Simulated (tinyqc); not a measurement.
## Via and link resistance from two via chains

Problem. A chain of 2000 vias joined by 2000 metal links has R = 2000 (Rv + Rlink), with Rlink proportional to the link length. Find Rv, Rlink for length L, and the value of Rv that the short chain would give if the links were ignored.

resistance of chains of 2000 links with link lengths L and 3 L (ohm): [1.44e5, 2.08e5]

Solution. R per link is a straight line in the link length; its intercept at zero length is Rv.

Rv = 56.0 ohm
Rlink = 16.0 ohm
Rv without correction = 72.0 ohm

Program tinyqc, `OMP_NUM_THREADS=1 python tinyqc.py 2750062 2750063 out.jsonl`; Intel Xeon 2.30GHz, shared host, one thread, about 0.01 s.
